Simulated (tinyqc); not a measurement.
Pair of shallow donors (hydrogen-like orbitals), step by step. Values are carried at full precision from step to step, so a last printed digit may differ when a step is redone from the rounded ones.

Each donor has the orbital exp(-r/a); energy unit Ha* = q/(eps a), q = e^2/(4 pi eps0), so that a lone donor is bound by Ha*/2; x = R/a. One electron: S = (1 + x + x^2/3) exp(-x), j = 1/x - (1 + 1/x) exp(-2x), k = (1 + x) exp(-x); levels E(+/-) = -1/2 - (j +/- k)/(1 +/- S) in Ha*, without the repulsion of the ions, split by D = |E(-) - E(+)|.

Constants: e^2/(4 pi eps0) = 14.39964547 eV angstrom; hbar = 6.58211957e-16 eV s.

Values chosen for the exercise (near those of two donors in GaAs; shifted at random, so the results belong to these values and not to a real crystal): a = 106.4 angstrom (orbital radius); eps = 12.9 (dielectric constant); R = 436 angstrom (separation); dV = 0.7 D (detuning between the donors, in units of D).

## Distance and integrals

Give Ha*, R, x, S, j, k.

Ha* = 10.491 meV
R = 436.00 angstrom
x = 4.0977

S, j, k: 0.17764  0.24369  0.08467

## One electron on two donors

Give both levels, the splitting D = |E(-) - E(+)| and the tunnelling frequency D/(2 pi hbar).

E(+), E(-) (meV): -8.171  -7.274

D = 0.8966 meV
frequency = 216.8 GHz

The second ion deepens the mean level by 2.48 meV, against Ha*/x = 2.56 meV for a point charge.

## Detuning by a gate

Two-level picture for one electron: with detuning u = dV D the splitting is sqrt(D^2 + u^2) and the lower state has weight (1 + u/sqrt(D^2 + u^2))/2 on the lower donor; the field needed is u/(e R), 1 meV/angstrom = 100 kV/cm.

splitting = 1.094 meV
weight = 0.787
field = 0.144 kV/cm

## Two electrons and exchange

Two electrons, Heitler-London: with S' = (1 - x + x^2/3) exp(x), C = 1/x - exp(-2x)(1/x + 11/8 + 3x/4 + x^2/6), X = (1/5){exp(-2x)(25/8 - 23x/4 - 3x^2 - x^3/3) + (6/x)[S^2 (0.5772157 + ln x) + S'^2 Ei(-4x) - 2 S S' Ei(-2x)]}, Q = C - 2j + 1/x and A = X - 2 S k + S^2/x, the singlet and triplet lie at (Q +/- w A)/(1 +/- w S^2) from two lone donors, with the valley weight w = 1 (one valley); the exchange is J = triplet - singlet.

Give C, X, Q, A and J.

C, X, Q, A (Ha*): 0.2420  0.01364  -0.001380  -0.008741

J = 183 micro-eV

A swap of the two spins takes pi hbar/J = 0.0113 ns (hbar = 6.58212e-16 eV s). Against the one-electron splitting D = 0.897 meV, J/D = 0.2: exchange needs both electrons to tunnel and falls as exp(-2x), D as exp(-x).

## Checks

- Heitler-London binding at x = 1.6425 against the known 0.1160 hartree: both 0.1160.
- Overlap S by quadrature in spheroidal coordinates against the formula: both 0.17764.

(tinyqc, `OMP_NUM_THREADS=1 python tinyqc.py 1280898 1280899 out.jsonl`, Intel(R) Xeon(R) Processor @ 2.30GHz, 1 thread, shared host, about 0.01 s.)
